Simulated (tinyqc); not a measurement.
Semiconductor laser, carrier and photon rate equations: two steps of the calculation.

Carrier density N and photon density S in one mode: dN/dt = F1 = eta I/(q V) - (A N + B N^2 + C N^3) - vg g S; dS/dt = F2 = G vg g S + G be B N^2 - S/tp, with g = g0 ln(N/Ntr)/(1 + ec S). Output power P = Fo Eph S V/(G tp). No heating, no carrier transport.

Values chosen for this exercise: active volume V = 7.2e-12 cm^3; confinement factor G = 0.11; group velocity vg = 8.18e9 cm/s; gain coefficient g0 = 1100 1/cm; transparency density Ntr = 1.5e18 cm^-3; gain compression ec = 6.9e-18 cm^3; photon lifetime tp = 3.9 ps; defect recombination coefficient A = 1.2e8 1/s; radiative coefficient B = 5.1e-11 cm^3/s; Auger coefficient C = 1.2e-29 cm^6/s; share of spontaneous emission into the mode be = 2.5e-5; injection efficiency eta = 0.86; share of cavity losses that is output Fo = 0.68; photon energy Eph = 0.95 eV; drive current I = 3.1 mA.

Constants: q = 1.602176634e-19 C. Results are converted to the units shown.

Problem 1. Threshold. gth = 1/(G vg tp), Nth = Ntr exp(gth/g0), Ith = q V (A Nth + B Nth^2 + C Nth^3)/eta. Above it S is near G tp eta (I - Ith)/(q V). Carrier lifetime at threshold Nth/(A Nth + B Nth^2 + C Nth^3).

Find: gth; Nth; Ith; estimate of S; carrier lifetime.

Solution 1.

gth = 284.96 1/cm
Nth = 1.9436e18 cm^-3
Ith = 0.68943 mA
estimate of S = 7.7096e14 cm^-3
carrier lifetime = 3.7814 ns

Problem 2. Power, relaxation frequency, damping and bandwidth. Jacobian, with a = g0/(N (1 + ec S)) and d = g/(1 + ec S): J11 = -(A + 2 B N + 3 C N^2) - vg a S, J12 = -vg d, J21 = G vg a S + 2 G be B N, J22 = G vg d - 1/tp. wR^2 = det J, gamma = -trace J, fR = wR/(2 pi); the response wR^2/(wR^2 - w^2 + i gamma w) falls to 1/sqrt(2) at w^2 = x + sqrt(x^2 + wR^4), x = wR^2 - gamma^2/2 (f3dB = w/(2 pi)).

N = 1.946240183e18 cm^-3
S = 7.704423501e14 cm^-3

Find: P; fR; gamma; f3dB.

Solution 2.

P = 1.338 mW
fR = 4.799 GHz
gamma = 5.355 1/ns
f3dB = 7.415 GHz

Program tinyqc, `OMP_NUM_THREADS=1 python tinyqc.py 2840120 2840121 out.jsonl`; Intel Xeon 2.30GHz, shared host, one thread, about 0.01 s.
